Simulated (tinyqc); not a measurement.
Two-step dopant diffusion (predeposition and drive-in) with a constant diffusivity: one step, computed by the program tinyqc.

Fick diffusion into a half space x > 0 whose background doping C_B is of the opposite type, so that a junction lies where C = C_B.

Question. Sheet resistance. Net dose Q_net = Q erf(x_j/(2 sqrt((Dt)2))) - C_B x_j; R_s = 1/(e mu Q_net), with every dopant ionised and one mobility.

Inputs (values chosen for the exercise, modelled on arsenic in silicon):
```
quantity                         value        unit
surface concentration C_s      1.4e+20      1/cm^3
background doping C_B          4.2e+14      1/cm^3
predeposition temperature T1       875           C
drive-in temperature T2           1175           C
mean mobility in the layer mu      280  cm^2/(V s)
stand-by temperature               700           C
```

dose Q = 3.857555e+13 1/cm^2

junction depth x_j = 1.129422 um

drive-in budget (Dt)2 = 4.061275e-10 cm^2

Constants: e = 1.602176634e-19 C.

Give: net dose; sheet resistance R_s (Gaussian).

Answer.

net dose = 3.8525e+13 1/cm^2

sheet resistance R_s (Gaussian) = 578.61 ohm/square

Caution: C_s exceeds the intrinsic carrier density of silicon at the predeposition temperature (2e18 to 1e19 per cm^3), where real diffusivities rise with concentration and profiles turn box-like.
